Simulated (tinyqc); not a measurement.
A spin-degenerate level with charging energy between two leads, rate equations: effect of unequal tunnel rates.

States 0, up, down and 2 with energies 0, e1 - Ez/2, e1 + Ez/2 and 2 e1 + U. mu_L = +V/2, mu_R = -V/2 (meV), f(x) = 1/(1 + exp(x/kB T)). A transition that adds one electron of given spin at the energy E has the rate G f(E - mu) from each lead, and its reverse G [1 - f(E - mu)]. I counts electrons leaving the left lead, times q.

Here e1 = 1.325 meV, Ez = 0 and V = +/- 7.95 mV, so that only the 0-1 transitions lie in the window. Transition energies: 0-up e1 - Ez/2, 0-down e1 + Ez/2, up-2 e1 + U + Ez/2, down-2 e1 + U - Ez/2. dp/dt = W p; W_ji is the rate from state i to j, and each column sums to zero. Steady state: W p = 0 with sum p = 1. I = q GL sum over transitions i-j of [fL p_i - (1 - fL) p_j].

Values chosen for this exercise: charging energy of the second electron U = 5.3 meV; tunnel rate to the left lead GL = 3.1 1/ns; temperature T = 0.98 K.

Constants: q = 1.602176634e-19 C, kB = 1.380649e-23 J/K, Vt = kB T/q. Results are converted to the units shown.

Effect of unequal tunnel rates:
```
GR (1/ns)  I at +V (pA)  I at -V (pA)  |I(+V)/I(-V)|  (GL + 2 GR)/(2 GL + GR)
0.15              23.46        -43.82         0.5354                   0.5354
0.35              53.08        -91.49         0.5802                   0.5802
0.79              112.3        -167.7         0.6695                   0.6695
1.8               223.5        -266.9         0.8375                   0.8375
4.2               401.2        -362.8          1.106                    1.106
9.5               601.1        -427.0          1.408                    1.408
22                775.0        -464.0          1.670                    1.670
50                883.8        -481.7          1.835                    1.835
```

The ratio of the two currents rises from 0.535 to 1.83 and agrees with the last column to better than 0.01 %. An empty dot can be filled with either spin but a filled one empties in one way, so I = 2 q G_in G_out/(2 G_in + G_out): the current is larger when the slower junction is the entrance. In 1 of the 8 rows hbar (GL + GR) exceeds 0.3 kB T, where lifetime broadening begins to matter.

Range of the model: Rate equations need hbar G well below kB T; cotunnelling and the Kondo effect are left out.

tinyqc, about 0.01 s, one thread, Intel Xeon 2.30GHz (shared host): `OMP_NUM_THREADS=1 python tinyqc.py 2780130 2780131 out.jsonl`
